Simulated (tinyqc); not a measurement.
Worked calculation: overlap of hydrogenic dopants: pairs, impurity band and the Mott density. Values are carried at full precision from step to step, so a last printed digit may differ when a step is redone from the rounded ones.

Ry* = Ry m/eps^2, aB = a0 eps/m. For 1s orbitals a distance rho = R/aB apart, in Ry*: overlap S = exp(-rho)(1 + rho + rho^2/3), J = (2/rho)(1 - (1 + rho) exp(-2 rho)) (attraction to the other ion), Kx = 2 (1 + rho) exp(-rho) (exchange of one electron). One electron on a pair has E = -1 - (J +/- Kx)/(1 +/- S), without the repulsion 2/rho of the ions. Hopping after orthogonalisation: t = (Kx - S J)/(1 - S^2), half the splitting. Dopants on a lattice with z neighbours, n = 1/R^3 (simple cubic), give a band of width B = 2 z t, as on any lattice of two interpenetrating sublattices. Valleys, central cells and disorder are left out.

Constants: Ry = 13.60569312 eV; a0 (Bohr radius) = 0.5291772105 angstrom; hbar = 6.58211957e-16 eV s.

Inputs chosen for the exercise (an isotropic mass and dielectric constant of the size used for donors in Si; the results hold for these values, not for the real material): m = 0.295 m0 (mass); eps = 11.3 (dielectric constant); N = 0.003 1/aB^3 (dopant density); rho = 4.1 aB (distance of a pair); u = 0.945 Ry* (cost of a second electron on one dopant); z = 6 (neighbours in the dopant lattice).

## Scales

Form Ry*, aB, and the density N in 1/cm^3 (1/angstrom^3 = 1e24/cm^3).

Ry* = 31.433 meV
aB = 20.270 angstrom
density = 3.602e+17 1/cm^3

## A pair with one electron

Form S, J, Kx, the two levels, t, and the total energy of the lower state with the repulsion, relative to a distant pair (-1).

S, J, Kx: [0.17738, 0.48712, 0.16904]

levels (Ry*): even -1.55731, odd -1.38667

t = 0.08532 Ry*
energy of the pair against a distant one (negative: bound) = -0.06950 Ry*

In this host the pair is 8.3 nm long and its splitting 2t is 5.36 meV.

## The pair with two electrons (two-site Hubbard model)

t is the hopping between the two dopants. Singlet at (u - sqrt(u^2 + 16 t^2))/2 below the triplet at 0; estimate 4 t^2/u; weight of double occupancy (1 - u/sqrt(u^2 + 16 t^2))/2; swap time pi hbar/Jx with Jx the splitting in eV. t and u are in units of Ry*.

singlet-triplet splitting (meV): exact 0.9388, 4 t^2/u 0.9685

double occupancy = 0.0297
swap time = 2.20 ps

The estimate is 3.2 % too high at 4t/u = 0.36.

## The impurity band at this density

Form R/aB, t, B = 2 z t and N^(1/3) aB. Two estimates of the gap between the Hubbard bands: u - B (rigid bands, closing at B = u) and the Hubbard-III rule, which closes at B = (2/sqrt3) u; give B/u.

R/aB = 6.9336
t = 0.00873 Ry*

B: in Ry* 0.105, in meV 3.294

N^(1/3) aB = 0.1442
B/u = 0.111

Both rules leave a gap: an insulator at T = 0. Mott's screening rule, N^(1/3) aB = 0.26, puts this density on the insulating side.

## Checks

- Overlap S against numerical integration in elliptic coordinates: both 0.17738.

Program tinyqc; command `OMP_NUM_THREADS=1 python tinyqc.py 1481729 1481730 out.jsonl`; about 0.01 s on one thread of a shared Intel(R) Xeon(R) Processor @ 2.30GHz.
